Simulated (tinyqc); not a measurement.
# Gate work function from the charge

Inverse problem. For an undoped double gate, Q = 8 eps0 eps_r Vt beta tan(beta)/ts with 0 < beta < pi/2, and at the source (Vg - dphi)/(2 Vt) - ln[(2/ts) sqrt(2 eps0 eps_r Vt/(q ni))] = ln(beta) - ln(cos beta) + 2 r beta tan(beta), r = eps_r tox/(eox ts). Find beta and dphi.

Values chosen for this exercise; material values close to those of germanium: temperature T = 250 K; relative permittivity of the semiconductor eps_r = 16.2; relative permittivity of the gate insulator eox = 9.16; insulator thickness tox = 3.1 nm; body thickness ts = 10 nm; gate voltage Vg = 0.24 V.

Constants: q = 1.602176634e-19 C, kB = 1.380649e-23 J/K, Vt = kB T/q, eps0 = 8.8541878128e-14 F/cm where lengths are in cm. Results are converted to the units shown.

Qs = 2.0300516 nC/cm^2
ni = 1.2055046e12 cm^-3

Solution. beta tan(beta) rises from 0 without bound on the interval, so the charge fixes beta; the second relation is then explicit in dphi.

beta = 0.0905
dphi = 0.0400 V

Computed by the program tinyqc: `OMP_NUM_THREADS=1 python tinyqc.py 2440034 2440035 out.jsonl`, one thread of a shared Intel Xeon 2.30GHz, about 0.01 s for the whole run.
